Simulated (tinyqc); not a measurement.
Inside a calculation. Method: coherent transport through a tight-binding region between two chains. One step of it, computed by the program tinyqc.

Task: Transmission at E = -0.95 eV. Surface Green function g = (E - i sqrt(4 t^2 - E^2)) / (2 t^2); self-energy tc^2 g on each contact site; G = (E - H - Sigma)^(-1); Gamma = -2 Im Sigma; T = Gamma_L Gamma_R |G_LR|^2; local density of states -Im G_ii / pi.

H of the central region (eV):
```
           1          2
1   0.000000  -1.200000
2  -1.200000   0.000000
```

Leads: semi-infinite chains with site energy 0:
```
parameter                           value
lead hopping t (eV)              2.270000
coupling to the left lead (eV)   0.250000
coupling to the right lead (eV)  0.580000
left contact site                       1
right contact site                      2
```

E = -0.950000 eV

Give: g; G; local density of states; transmission.

Result:

g = -0.0922-0.4308i 1/eV

G (1/eV):
```
                1               2
1  1.4134-0.6479i  1.9309-0.5415i
2  1.9309-0.5415i  1.5072-0.4694i
```

local density of states (1/eV): 0.2062  0.1494

transmission = 0.0628
